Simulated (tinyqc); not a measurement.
Worked calculation: interband optics of a two-band s-p chain from momentum matrix elements. Values are carried at full precision from step to step, so a last printed digit may differ when a step is redone from the rounded ones.

H(k) = [[Es - 2 ts cos ka, 2i V sin ka], [-2i V sin ka, Ep_ + 2 tp cos ka]] in the basis s, p; the lower band is full, with two electrons a cell. The velocity operator times hbar is W = dH/dk (eV angstrom); intra-atomic dipoles are left out.

Constants: hbar^2/2m0 = 3.80998211 eV angstrom^2; e^2/(4 pi eps0) = 14.39964547 eV angstrom.

Values chosen for the exercise: a = 2.86 angstrom (period); Es = 3.65 eV (upper orbital (s)); Ep_ = -2.41 eV (lower orbital (p)); ts = 0.57 eV (s-s hopping); tp = 0.34 eV (p-p hopping); V = 1.07 eV (s-p hopping); k = 0.25 2 pi/a (wave vector); N = 6 (k points); Ar = 6.2 angstrom^2 (cross-section per chain); eta = 0.15 eV (Lorentzian half width); E = 6.95 eV (photon energy).

## Hamiltonian and velocity at one k

Form H and W = dH/dk.

H (eV):
```
,s,p
s,3.6500,2.1400i
p,-2.1400i,-2.4100
```

W (eV angstrom):
```
,s,p
s,3.2604,0
p,0,-1.9448
```

## Matrix element between the bands

Diagonalise H, transform W, and form w = |W_cv|^2, the Kane-type energy w/c and the oscillator strength f = w/(c D), c = hbar^2/2m0, D = Ec - Ev.

Ev, Ec (eV): -3.0895  4.3295

weights:
```
,v,c
s,0.0916,0.9084
p,0.9084,0.0916
```

slopes dEv/dk, dEc/dk (eV angstrom): -1.468  2.784

w = 2.254 eV^2 angstrom^2
w/c = 0.592 eV
f = 0.080

## Transitions on the mesh

At each k_j = (j + 1/2)/N (2 pi/a) up to the zone edge give D = Ec - Ev, w = |<c|W|v>|^2 and f = w/(c D), c = hbar^2/2m0; the other half of the zone repeats the values.

Transitions:
```
k (2 pi/a),D (eV),w (eV^2 angstrom^2),f
0.0833,4.9683,17.834,0.942
0.2500,7.4190,2.254,0.080
0.4167,7.9304,29.756,0.985
```

D runs from 4.968 to 7.930 eV on the mesh; f is largest at k = 0.4167.

## Dielectric function from the table

With w(k) = |<c|W|v>|^2 and D(k) = Ec - Ev, on the mesh k_j = (j + 1/2)/N (2 pi/a): eps(E) = 1 + (8 pi e2/(a Ar)) mean_j (w/D^2) [1/(D - E - i eta) + 1/(D + E + i eta)], e2 = e^2/(4 pi eps0); light polarised along the chains, no local fields.

Take the mean over the rows. Also eps(0) at eta = 0, and the effective electrons per cell n_eff = 2 mean(f).

eps(E) = 2.929+0.842i
eps(0) = 3.866
n_eff = 1.338

On a mesh of 2000 points the values are 2.784+0.821i, 4.579 and 1.437. n_eff need not equal the 2 electrons of the cell: a two-orbital basis with chosen hoppings does not obey the sum rule of free electrons. E lies within, or within 2 eta of, the range of transitions of the band (4.24 to 7.95 eV); their spacing on this mesh (up to 2.45 eV) exceeds eta, so eps(E) depends on where the few mesh points fall.

## Checks

- Curvature of the lower band against <v|d2H/dk2|v> - 2 w/D (eV angstrom^2): both 9.490.
- Zone mean of 2 w/D against the zone mean of <v|d2H/dk2|v>, the f-sum rule of a full band (eV angstrom^2): both 5.4767.

tinyqc: `OMP_NUM_THREADS=1 python tinyqc.py 1680733 1680734 out.jsonl`; about 0.01 s, one thread, shared Intel(R) Xeon(R) Processor @ 2.30GHz.
